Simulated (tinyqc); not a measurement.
Changing the beta: Tersoff bond-order potential. Computed by tinyqc, a small Python program. Command: `OMP_NUM_THREADS=1 python tinyqc.py 3013137 3013138 out.jsonl tersoff sweep`. One thread of a shared host (Intel(R) Xeon(R) Processor @ 2.30GHz), about 0.02 s of CPU time with the checks.

E = (1/2) sum_(i, j != i) [A exp(-lambda r_ij) - b_ij B exp(-mu r_ij)], b_ij = (1 + (beta zeta_ij)^n)^(-1/(2n)), zeta_ij = sum_(k != i, j) g(theta_ijk), g = 1 + c^2/d^2 - c^2/(d^2 + (h - cos theta)^2), with theta at atom i. Only nearest neighbours count (cut-off function 1 for them, 0 beyond).

Inputs (values chosen for the exercise, modelled on silicon):

| quantity | value | unit |
|---|---|---|
| A | 1796.7 | eV |
| B | 468.91 | eV |
| lambda | 2.4799 | 1/angstrom |
| mu | 1.7322 | 1/angstrom |
| n | 0.7926 | - |
| c | 97380 | - |
| d | 16.03 | - |
| h | -0.605 | - |

Constants: 1 eV/angstrom^3 = 160.2176634 GPa.

Method:
- zeta = 3 g(cos theta = -1/3).
- With z equal bonds of order b, r = ln(lambda A/(mu b B))/(lambda - mu) and E per atom = -(z/2) b B exp(-mu r)(1 - mu/lambda).
- a0 = 4 r/sqrt3; B0 = phi''(r)/(3 a0) with phi'' = mu (lambda - mu) b B exp(-mu r), since b does not change under uniform scaling.
- Second derivatives of the energy per atom, volume V = a0^3/8: e_xx gives C11; e_xx = -e_yy gives 2 (C11 - C12); e_xy = e_yx = s/2 with a sublattice shift u_z gives C44 = (E_ss - E_su^2/E_uu)/V and Kleinman's parameter |E_su/E_uu|/(a0/4).

One run for each value:

| beta | bond order b | energy per atom of the diamond lattice (eV) | bond length (angstrom) | C44 (GPa) |
|---|---|---|---|---|
| 1.00e-07 | 0.99345 | -5.3627 | 2.2853 | 15.80 |
| 2.00e-07 | 0.98872 | -5.2785 | 2.2917 | 25.87 |
| 3.90e-07 | 0.98103 | -5.1437 | 2.3021 | 40.16 |
| 7.50e-07 | 0.96867 | -4.9318 | 2.3190 | 58.61 |
| 1.40e-06 | 0.94991 | -4.6220 | 2.3452 | 78.27 |
| 2.80e-06 | 0.91711 | -4.1136 | 2.3922 | 96.22 |
| 5.40e-06 | 0.86983 | -3.4512 | 2.4630 | 101.14 |
| 1.00e-05 | 0.80759 | -2.6979 | 2.5623 | 90.55 |

Over the rows, bond order b falls from 0.993 to 0.808 (exponent d ln y / d ln x -0.0069 between the first rows and -0.12 between the last); energy per atom of the diamond lattice (eV) rises from -5.36 to -2.70 (exponent d ln y / d ln x -0.023 between the first rows and -0.40 between the last); bond length (angstrom) rises from 2.29 to 2.56 (exponent d ln y / d ln x 0.0040 between the first rows and 0.064 between the last). beta scales how strongly neighbours weaken a bond: shear stiffness needs that dependence, but a weak, long bond is soft again.
